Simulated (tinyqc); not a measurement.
Which input was changed? Model: hydrogenic impurity: series, fields, screening, photoionisation and donor-acceptor pairs. Computed by tinyqc, a small Python program. Command: `OMP_NUM_THREADS=1 python tinyqc.py 3011407 3011408 out.jsonl hydrogenic which`. One thread of a shared host (Intel(R) Xeon(R) Processor @ 2.30GHz), about 0.1 s of CPU time with the checks.

One isotropic, parabolic band. Effective units: Ry* and a*, in which H = -nabla^2 - 2/r.

Inputs (values chosen for the exercise, modelled on InP):
```
quantity                   value   unit
electron mass m           0.0798    m_0
dielectric constant eps     12.9      -
donor density N          5.1e+13  cm^-3
magnetic field B              18      T
```

Parts treated: magnetic field and screening.

Constants: Ry = 13.605693123 eV; a_0 = 0.529177210903 angstrom; h x 1 THz = 4.135667696 meV; mu_B = 5.7883818060e-05 eV/T.

Method:
- Ry* = Ry m/eps^2, a* = a_0 eps/m; level n is bound by Ry*/n^2; <r> = (3/2) a* in 1s; lines 1s -> np at Ry* (1 - 1/n^2); 1 THz = 4.135667696 meV.
- Wigner-Seitz radius r_s = (3/(4 pi N))^(1/3); Mott criterion N_c^(1/3) a* = 0.26; overlap of two 1s orbitals at distance d: S = exp(-x)(1 + x + x^2/3), x = d/a*, with d = N^(-1/3).
- gamma = hbar omega_c/(2 Ry*) = mu_B B/(m Ry*). For m_z = 0, H = -nabla^2 - 2/r + gamma^2 rho^2/4, and the band edge moves to gamma Ry*. Basis: exp(-al rho^2 - be z^2), al_k = 0.02 x 2.4^k + gamma/4 x c with k = 0..11, be_k = 0.02 x 2.4^k and c = 0, 0.5, 1 (36 functions). With A = al_i + al_j, B = be_i + be_j (not the field) and the common factor pi^(3/2) dropped: S = 1/(A sqrt(B)), kinetic S (4 al_i al_j/A + 2 be_i be_j/B), <rho^2> = S/A, <1/r> = (2/sqrt(pi)) atanh(u)/(A u), u = sqrt(1 - B/A), which is (2/sqrt(pi))/A when A = B; overlap eigenvalues below 1e-11 are dropped. Binding = (gamma - E) Ry*; the spin term shifts level and edge alike.

Problem. One of these inputs alone was changed, within the range given: electron mass m (0.0399 to 0.1596); dielectric constant eps (6.45 to 25.8); donor density N (2.55e+13 to 1.02e+14); magnetic field B (9 to 36). Which one, and to what value?

Results:
```
run        overlap S  Ry* (meV)  binding energy in the field (meV)
before  7.425229e-12   6.524454                           13.34111
after   6.576735e-13   6.524454                           13.34111
```

Solution.

Each candidate set to reproduce overlap S, and what it then gives:
```
candidate                      range searched  value needed  Ry* (meV)  binding energy in the field (meV)
electron mass m (m_0)        0.0399 to 0.1596       0.08632     7.0572                             13.742
dielectric constant eps          6.45 to 25.8         11.93     7.6335                             14.864
donor density N (cm^-3)  2.55e+13 to 1.02e+14      4.030e13     6.5245                             13.341
magnetic field B (T)                  9 to 36     no effect          -                                  -
```

Only donor density N fits every result: it went from 5.1e+13 to 4.03e13 cm^-3. The next best candidate, electron mass m, misses one result by 8.2 %.
